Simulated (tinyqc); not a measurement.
Conductivity against temperature: Debye-Callaway model of lattice thermal conductivity. Computed by tinyqc, a small Python program. Command: `OMP_NUM_THREADS=1 python tinyqc.py 3005078 3005079 out.jsonl callaway walk`. One thread of a shared host (Intel(R) Xeon(R) Processor @ 2.30GHz), about 0.01 s of CPU time with the checks.

Three acoustic branches with one velocity v, cut at omega_D = k_B Theta/hbar; x = hbar omega/(k_B T). v and Theta are separate inputs: Theta cuts off the heat-carrying modes, so C need not reach 3 k_B/V. gamma is an effective value that sets the umklapp rate.

Inputs (values chosen for the exercise, modelled on gallium arsenide):

| quantity | value | unit |
|---|---|---|
| sound velocity v | 3640 | m/s |
| Debye temperature Theta | 351 | K |
| volume per atom V | 22.6 | angstrom^3 |
| mean atomic mass M | 72.3 | u |
| effective Grueneisen parameter gamma | 2.32 | - |
| umklapp exponent divisor b | 2 | - |
| alloy fraction f | 0.23 | - |
| mass difference Delta M | 16.7 | u |
| Casimir length L | 230 | micrometre |

Sample: crystal. Point defects: alloy. Normal processes: left out.

Constants: k_B = 1.380649e-23 J/K; hbar = 1.054571817e-34 J s; u = 1.6605390666e-27 kg.

Method:
- For a random alloy on all sites Gamma = f (1 - f) (Delta M/M)^2, with M the mean mass; strain-field scattering is left out. A = V Gamma/(4 pi v^3).
- Rates: point defects A omega^4; umklapp B omega^2 T exp(-Theta/(b T)) with B = hbar gamma^2/(M v^2 Theta). Boundaries: v/L.
- kappa_1 = c int tau_C g dx, g = x^4 e^x/(e^x - 1)^2, c = (k_B/(2 pi^2 v)) (k_B T/hbar)^3, over 0 < x < min(Theta/T, 40), by 96 Gauss-Legendre points in s with x = x_max s^2; tau_C = tau_R, the inverse of the summed rates, and kappa = kappa_1.
- The boundary limit is C v^2/(3 x boundary rate), with C = 3 c int g dx / v^2.

Rayleigh coefficient A = 3.52346e-43 s^3

Kappa (W/(m K)):

| T (K) | all processes | without point defects | boundary limit |
|---|---|---|---|
| 3.5 | 19.821 | 30.344 | 30.344 |
| 7 | 63.471 | 242.75 | 242.75 |
| 12 | 108.86 | 1222.9 | 1223.0 |
| 21 | 151.40 | 6160.0 | 6552.9 |
| 35 | 175.32 | 5779.1 | 29539 |
| 60 | 148.50 | 1267.4 | 1.0962e+05 |
| 110 | 79.065 | 294.36 | 2.4785e+05 |
| 180 | 45.575 | 113.73 | 3.2713e+05 |
| 280 | 28.740 | 55.001 | 3.6353e+05 |
| 460 | 17.543 | 27.004 | 3.8154e+05 |

kappa peaks among these rows at 35 K (T/Theta = 0.100) with 175 W/(m K). The exponent d ln kappa/d ln T is 1.68 at the cold end and -0.99 at the hot end. Point defects cost most at 21 K, a factor 40.7.

Extremes, crossings and ranges named in words are read from the listed rows.
